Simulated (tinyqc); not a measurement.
Temperatures in a stack of 3 dies with leakage feedback: one step of the calculation.

One-dimensional heat flow to a sink below die 0. The power of each die is released in a plane at its top; from the plane of die j > 0 heat crosses its silicon (ts), a bond layer and the wiring of die j - 1; from die 0 it crosses t0, paste and sink. Copper shares the path through bond and wiring in parallel: k_eff = fm km + (1 - fm) k. Silicon is taken at the temperature of the plane above it. Leakage is P_l exp((T - 350 K)/Tl).

Problem. Resistances per area at 300 K. R = thickness/conductivity for each layer.

Parameters, values chosen for the exercise; conductivities of the order met in silicon, wiring layers, bonds and pastes:
- k0 = 150 W/(m K) (conductivity of silicon at 300 K)
- ts = 30 um (thickness of a thinned die)
- t0 = 500 um (thickness of the die next to the sink)
- tb = 6 um (thickness of the wiring layers)
- kb = 2.4 W/(m K) (conductivity of the wiring layers)
- tg = 2 um (thickness of a bond layer)
- kg = 1.2 W/(m K) (conductivity of the bond dielectric)
- fm = 0.1 (area share of copper through bond and wiring)
- km = 390 W/(m K) (conductivity of copper)
- Rt = 0.19 K cm^2/W (paste and lid)
- Rs = 1.18 K cm^2/W (heat sink)

Find: thick die; thinned die; k_eff of the bond; k_eff of the wiring; bond plus wiring; paste plus sink.

Solution.

thick die = 0.033333 K cm^2/W
thinned die = 0.0020000 K cm^2/W
k_eff of the bond = 40.080 W/(m K)
k_eff of the wiring = 41.160 W/(m K)
bond plus wiring = 0.0019567 K cm^2/W
paste plus sink = 1.3700 K cm^2/W

Computed by the program tinyqc: `OMP_NUM_THREADS=1 python tinyqc.py 2162007 2162008 out.jsonl`, one thread of a shared Intel Xeon 2.30GHz, about 0.03 s for the whole run.
